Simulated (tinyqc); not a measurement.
## Two-junction solar cell, detailed-balance limit: effect of the concentration

The top cell takes all photons above E1, the bottom cell those between E2 and E1. Each cell follows J = Jsc - J0 (exp(V/Vt) - 1) with J0 = q ge Phi(gap, T)/ERE; light emitted by one cell and absorbed by the other is left out. In series both carry one current; wired apart (four terminals) each works at its own maximum power point. Efficiencies are counted against Pin = fs X sigma Ts^4.

Photon flux above E from a black body at temperature T into a hemisphere: Phi(E, T) = A sum_k exp(-k E/th)[E^2 th/k + 2 E th^2/k^2 + 2 th^3/k^3], k = 1, 2, ..., with th = kB T/q in eV and A = 2 pi q^3/(h^3 c^2). J1 = q fs X Phi(E1, Ts), J2 = q fs X [Phi(E2, Ts) - Phi(E1, Ts)], J01 and J02 as above; sigma = 2 pi^5 kB^4/(15 h^3 c^2). In series V(J) = Vt [ln((J1 - J)/J01 + 1) + ln((J2 - J)/J02 + 1)], and J V(J) is largest where V = J Vt [1/(J1 - J + J01) + 1/(J2 - J + J02)]. Apart, each cell has (1 + v) exp(v) = 1 + Jsc/J0 at its maximum power point, v = Vmp/Vt.

Values chosen for this exercise:
```
symbol,value,unit,meaning
T,298,K,cell temperature
Ts,5800,K,temperature of the black-body sun
fs,2.16e-5,,share of the hemisphere filled by the sun
ERE,1,,external radiative efficiency
ge,1,,number of faces that emit
E2,1.09,eV,gap of the bottom cell
E1,1.58,eV,gap of the top cell
```

Constants: q = 1.602176634e-19 C, kB = 1.380649e-23 J/K, h = 6.62607015e-34 J s, c = 299792458 m/s, Vt = kB T/q. Results are converted to the units shown.

Effect of the concentration:

| X | J1 (mA/cm^2) | J2 (mA/cm^2) | series efficiency (%) | four-terminal efficiency (%) |
|---|---|---|---|---|
| 1 | 33.68 | 22.11 | 31.62 | 40.39 |
| 3 | 101.0 | 66.34 | 32.51 | 41.50 |
| 10 | 336.8 | 221.1 | 33.48 | 42.71 |
| 30 | 1010 | 663.4 | 34.37 | 43.82 |
| 100 | 3368 | 2211 | 35.35 | 45.04 |
| 300 | 1.010e4 | 6634 | 36.24 | 46.15 |
| 1000 | 3.368e4 | 2.211e4 | 37.21 | 47.37 |

What does the comparison show?

As X goes from 1 to 1000, the series efficiency rises from 31.6 to 37.2 %, and the four-terminal one rises from 40.4 to 47.4 %. Among the rows the two lie closest, 8.8 points apart, at X = 1, where J1/J2 = 1.52; the spread over the rows is 5.59 points in series and 6.97 apart. For X = 100 to 1000 the open-circuit voltage of the bottom cell lies within 6 Vt of its gap, where the Boltzmann form begins to fail. In every row the top cell has surplus current and is radiative, so luminescent coupling, left out here, would help the series cell.

tinyqc, about 0.01 s, one thread, Intel Xeon 2.30GHz (shared host): `OMP_NUM_THREADS=1 python tinyqc.py 2820031 2820032 out.jsonl`
